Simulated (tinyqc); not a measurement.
## Gain of the pnp from the holding current

Problem. On state with both base-emitter voltages at Von: npn base current Ib = (Von/Rs + bp Von/Rw)/(bn bp - 1), holding current Ih = (bn + 1) Ib + Von/Rs. Find bp.

Inputs (values chosen for the exercise):
```
symbol  value  unit                                meaning
bn       18.6                      current gain of the npn
Rs       1500   ohm  substrate resistance shunting the npn
Rw        240   ohm       well resistance shunting the pnp
Von      0.73     V   base-emitter voltage in the on state
```

Ih = 4.0439042 mA

Solution. Ih gives Ib, and Ib (bn bp - 1) = Von/Rs + bp Von/Rw is linear in bp.

bp = 2.000

Program tinyqc, `OMP_NUM_THREADS=1 python tinyqc.py 2670119 2670120 out.jsonl`; Intel Xeon 2.30GHz, shared host, one thread, about 0.07 s.
